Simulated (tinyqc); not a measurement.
Double-gate transistor below threshold, two-dimensional Poisson equation on a small mesh: choice of the relaxation factor.

Half of a symmetric double-gate structure: row 0 is the mid-plane of the body, where the normal field vanishes. Mobile charge is neglected (subthreshold), the body is fully depleted, and potentials are counted from the intrinsic level; rows run upward to the gate, columns from source to drain.

Mesh: rows i = 0..2 in the semiconductor (step hs = tb/2, row 2 on the interface), then 2 step(s) ho = tox/2 up to the gate row 4; columns j = 0..5 (step hy = L/5). Box integration, divided by eps0: up_i = eps hy/h of the interval above row i, dn_i = that of the interval below (0 for row 0), lat_i = (sum of eps h/2 over the intervals above and below)/hy, s_i = -q Na w_i hy/eps0 with w_i the semiconductor height of the box (hs/2 for row 0 and the interface row, hs between, 0 in the insulator). Each free node obeys (up + dn + 2 lat) psi = up psi(above) + dn psi(below) + lat [psi(left) + psi(right)] + s. Fixed values: gate row Vg - Vfb; column 0 at Vbi and the last column at Vbi + Vd in the semiconductor, each running linearly to Vg - Vfb across the insulator. Sweeps go row by row from row 0, left to right, psi(new) = psi + omega (t - psi) with t the value that solves the node equation for the newest neighbours; free nodes start at zero; stop when the largest change is below 1e-7 V.

Values chosen for this exercise; semiconductor permittivity made up:
```
symbol,value,unit,meaning
eps_r,8.91,,relative permittivity of the semiconductor
eox,22,,relative permittivity of the insulator
tb,3,nm,half the body thickness
tox,5.4,nm,insulator thickness
L,24,nm,channel length
Na,0,cm^-3,acceptor density of the depleted body
Vbi,0.46,V,potential of the source
Vfb,-0.03,V,gate offset
Vg,0,V,gate voltage
Vd,0.05,V,drain voltage
```

Constants: q = 1.602176634e-19 C, eps0 = 8.8541878128e-14 F/cm where lengths are in cm. Results are converted to the units shown.

Choice of the relaxation factor:

| omega | sweeps |
|---|---|
| 1 | 62 |
| 1.1 | 50 |
| 1.2 | 40 |
| 1.3 | 31 |
| 1.4 | 20 |
| 1.5 | 24 |
| 1.6 | 32 |
| 1.7 | 45 |
| 1.8 | 69 |
| 1.9 | 143 |

Gauss-Seidel (omega = 1) takes 62 sweeps; the fewest, 20, are at omega = 1.4, and omega = 1.9 takes 143. The Jacobi matrix of this mesh has spectral radius rho = 0.8954, so theory puts the best factor at 2/(1 + sqrt(1 - rho^2)) = 1.38.

tinyqc, about 0.1 s, one thread, Intel Xeon 2.30GHz (shared host): `OMP_NUM_THREADS=1 python tinyqc.py 2480083 2480084 out.jsonl`
